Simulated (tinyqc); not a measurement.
Grain-boundary trapping model (Seto) of a polycrystalline semiconductor film: one step, computed by the program tinyqc.

Grains of equal size L are joined by thin boundaries with one trap level. Trapped carriers deplete a width W on each side and raise a barrier, crossed by thermionic emission. Dopants are fully ionised, statistics are non-degenerate and mu_g does not depend on T.

Problem. Activation energy. N_c(T) = N_c (T/300 K)^(3/2). Filled traps Q = Q_t/(1 + (1/2) exp((E_t* - E_F)/k_B T)), where E_t* = e V_B - E_t and E_F are counted from the band edge at the grain centre. Partial depletion: Q = 2 N W, V_B = e N W^2/(2 eps eps_0), E_F = k_B T ln(N/N_c); solve for W. If that W would exceed L/2 the grain is fully depleted: W = L/2, Q = N L, and E_F follows from the trap equation. Centre density n_0 = N_c exp(E_F/k_B T). Boundary: sigma_b = L e^2 n_0 exp(-e V_B/k_B T)/sqrt(2 pi m k_B T); rho = 1/sigma_b. Mean carrier density n_av = n_0 [(1 - 2W/L) + (2W/L) (sqrt(pi)/2) erf(y)/y], y = sqrt(e V_B/k_B T); effective mobility 1/(e n_av rho). E_a = d ln(rho)/d(1/k_B T) from T - 5 K and T + 5 K; temperature coefficient d ln(rho)/dT.

Inputs (values chosen for the exercise, modelled on polycrystalline germanium):
```
quantity,value,unit
permittivity eps,16,-
effective mass m,0.19,m_0
"effective density of states at 300 K, N_c",6.2e+18,1/cm^3
grain size L,44,nm
trap density Q_t,3.6e+12,1/cm^2
trap level E_t below the band edge,0.23,eV
doping N,2.5e+18,1/cm^3
temperature T,250,K
```

Grain interior: neglected.

Constants: k_B = 8.617333262e-05 eV/K; e = 1.602176634e-19 C; eps_0 = 8.8541878128e-12 F/m; m_0 = 9.1093837015e-31 kg; k_B = 1.380649e-23 J/K.

Give: activation energy E_a; temperature coefficient.

Solution.

activation energy E_a = 0.06325 eV

temperature coefficient = -1.175 %/K
